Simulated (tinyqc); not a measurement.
# Longitudinal sound in a periodic multilayer: transfer matrices, stop bands and folded phonons, step by step

A worked calculation. Computed by tinyqc, a small Python program that keeps every step. Command: `OMP_NUM_THREADS=1 python tinyqc.py 3000682 3000683 out.jsonl multilayer walk`. One thread of a shared host (Intel(R) Xeon(R) Processor @ 2.30GHz), about 0.01 s of CPU time with the checks. Intermediate numbers are printed to about 7 digits and carried at full precision; extremes and crossings named in words are read from the listed rows.

Layers 1 and 2 repeat with period d = d_1 + d_2; waves travel normal to the layers, without loss. State vector (u, s): displacement u and stress divided by omega. Impedances Z = rho v are in 1e6 kg/(m^2 s).

Inputs (values chosen for the exercise, modelled on silica (layer 1), platinum (layer 2) and silicon (substrate)): density rho_1 = 2.18 g/cm^3; velocity v_1 = 6050 m/s; thickness d_1 = 162 nm; density rho_2 = 21.8 g/cm^3; velocity v_2 = 4150 m/s; thickness d_2 = 197 nm; substrate density = 2.34 g/cm^3; substrate velocity = 8520 m/s; periods N = 12; frequency f = 10.6 GHz.

## Impedances, mean velocity and Bragg frequency

Z = rho v; interface reflection r = (Z_2 - Z_1)/(Z_2 + Z_1) (stress amplitude, from 1 into 2); Bragg frequency f_B = 1/[2 (d_1/v_1 + d_2/v_2)]; long-wave velocity v_eff = d/sqrt[(d_1/v_1)^2 + (d_2/v_2)^2 + (Z_1/Z_2 + Z_2/Z_1)(d_1/v_1)(d_2/v_2)].

Z_1 = 13.189

Z_2 = 90.47

Z of the substrate = 19.9368

interface reflection r = 0.7455310

Bragg frequency f_B = 6.734302 GHz

long-wave velocity v_eff = 3294.442 m/s

## Transfer matrix of one period

A layer maps (u, s) by [[cos p, sin p/Z], [-Z sin p, cos p]], p = 2 pi f d_i/v_i; one period is M = M_2 M_1, and cos(q d) = trace(M)/2.

phase p_1 = 1.783386 rad

phase p_2 = 3.161578 rad

M:
```
[[0.2137976, -0.07405246],
 [12.50805, 0.3449425]]
```

trace(M)/2 = 0.2793701

|trace/2| < 1: f lies in a pass band, with q d = 1.2877 rad (folded into 0 to pi).

## Transmission through N periods

For N periods A = M^N. A wave comes from a thick layer of material 1 and leaves into the substrate (Z_s): transmitted power T = 4 Z_1 Z_s/|Z_1 A_22 + Z_s A_11 - i (Z_1 Z_s A_12 - A_21)|^2, reflected power R = 1 - T.

A = M^N:
```
[[-0.9846910, -0.01953334],
 [3.299337, -0.9500980]]
```

transmitted power T = 0.9513426

T in decibel = -0.2166308 dB

## The first stop band

Gap m contains m f_B; its edges, where trace(M)/2 = (-1)^m, are found by root search. Weak-contrast estimate of the width: (4 f_B/pi) |r sin(m pi a)|, a = (d_1/v_1)/(d_1/v_1 + d_2/v_2).

lower edge = 3.231381 GHz

upper edge = 9.530524 GHz

width/f_B = 93.53815 %

transmitted power at f_B = 1.471656e-18

Caution: so small a transmitted power at f_B holds only for perfect layers and strictly normal incidence.

## The first four gaps

The formulas are those given above.

Stop bands (GHz):
```
m  lower edge  upper edge     width  weak-contrast estimate
1     3.23138     9.53052  6.299142                5.789596
2    11.23652    16.53456  5.298036                4.908876
3    19.17472    20.88223  1.707513                1.627464
4    23.33716    30.19551  6.858348                6.288769
```

With a = 0.361, gap 4 is the widest and gap 3 the narrowest; gap m closes when m a is a whole number. The weak-contrast estimate misses the first width by -8.1 % at |r| = 0.75. Odd gaps open at the edge of the folded zone (q = pi/d), even ones at its centre.

## Mirror strength against the number of periods

The formulas are those given above.

Transmitted power:
```
N       T at f_B  T at f_B (dB)     T at f
1      0.1431132      -8.443203  0.9558540
2    0.004351857      -23.61325  0.9436036
3   1.236988e-04      -39.07634  0.9671657
4   3.509249e-06      -54.54786  0.9399002
6   2.823987e-09      -85.49137  0.9514652
8   2.272535e-12      -116.4349  0.9653820
12  1.471656e-18      -178.3219  0.9513426
16  9.530205e-25      -240.2090  0.9436927
24  3.996629e-37      -363.9831  0.9447582
```

At f_B each further period removes 15.47 dB at large N; 99 % reflection needs N = 2 among these rows. At f, in a pass band, T does not decay with N. Values below about 1e-6 belong to the ideal stack: roughness and scattering into other modes, left out here, set a floor in a real one.

Checks made by the program: trace against Rytov's formula cos p_1 cos p_2 - (1/2)(Z_1/Z_2 + Z_2/Z_1) sin p_1 sin p_2 (relative difference below 1e-10).
